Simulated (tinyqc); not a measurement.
# Bias-temperature instability, empirical power law with universal recovery: effects of single changes

Threshold-voltage shift at the end of a stress: dV = A (V/V0)^g exp[-(Ea q/kB)(1/T - 1/T0)] (t/1 s)^n. After a delay tr the permanent share pp stays and the rest falls by r = 1/(1 + B (tr/t)^be). An empirical model: its parameters are fits, not properties.

Parameters, values chosen for the exercise:
- V0 = 1.8 V (reference stress voltage)
- T0 = 398 K (reference temperature)
- A = 6.9 mV (shift after 1 s at V0 and T0)
- n = 0.24 (time exponent)
- g = 5.1 (voltage exponent)
- Ea = 0.06 eV (apparent activation energy of the shift)
- pp = 0.32 (permanent share)
- B = 5.7 (recovery scale)
- be = 0.17 (recovery dispersion)
- T = 328 K (use temperature)
- dc = 50 mV (failure criterion)
- ts = 100 s (stress time)

Constants: q = 1.602176634e-19 C, kB = 1.380649e-23 J/K. Results are converted to the units shown.

Each table varies one quantity; the others keep the values above.

## Recovery after a stress

At V0 and T0 after the stress time ts.

Results:
```
tr (s)	tr/ts	share left	shift (mV)
0.00013	1.300e-6	0.7533	15.70
0.0017	1.700e-5	0.6815	14.20
0.022	2.200e-4	0.6079	12.67
0.29	0.002900	0.5386	11.22
49	0.4900	0.4324	9.011
640	6.400	0.3971	8.276
8300	83.00	0.3720	7.751
```

Estimate the missing row, tr = 3.8 s.

Computed row:
```
tr (s)	tr/ts	share left	shift (mV)
3.8	0.03800	0.4793	9.987
```

With this row back in the table: The shift falls from 15.7 to 7.75 mV over 7.8 decades of time, towards the permanent 6.67 mV. Half of the recoverable part is gone at tr/ts = B^(-1/be) = 3.58e-5.

## Lifetime against voltage

Same model as above.

The lifetime solves dV = dc; ten years are 3.15576e8 s.

Lifetime against voltage:
```
V (V)	shift after ten years (mV)	lifetime (years)
0.6	1.919	7.928e6
0.77	6.850	3.953e4
0.94	18.95	570.0
1.11	44.23	16.66
1.29	95.19	0.6837
1.46	179.0	0.04925
1.63	313.9	0.004741
1.8	520.6	5.759e-4
```

The shift goes as V^5.1 and the lifetime as V^(-21.2): 5 % more voltage adds 28.3 % to the shift and divides the lifetime by 2.82. 4 of the 8 rows pass ten years. For V = 0.6, 0.77 the lifetime is a formal extrapolation far beyond any test.

## Effect of the measurement delay

Same model as above.

At V0 and T0. The apparent n comes from the measured shifts at ts/100 and ts, and the projection extends that line from ts to ten years (3.15576e8 s).

The same in every row: true shift (mV) = 756.2.

Effect of the measurement delay:
```
tr (s)	share left at ts	apparent n	projected shift (mV)
1e-6	0.8645	0.2679	992.4
1e-5	0.8171	0.2746	1037
0.0001	0.7603	0.2807	1057
0.001	0.6967	0.2850	1033
0.01	0.6304	0.2866	957.5
0.1	0.5662	0.2851	840.6
1	0.5086	0.2808	708.2
10	0.4601	0.2747	585.0
```

What does the table show?

The share left falls from 0.865 to 0.460 and the apparent n goes from 0.268 through a maximum of 0.287 (at tr = 0.01 s among the rows listed) to 0.275. The projection is 31 % above the true ten-year shift in the first row and 23 % below it in the last: a lower start and a steeper slope work against each other.

tinyqc, about 0.01 s, one thread, Intel Xeon 2.30GHz (shared host): `OMP_NUM_THREADS=1 python tinyqc.py 2070115 2070116 out.jsonl`
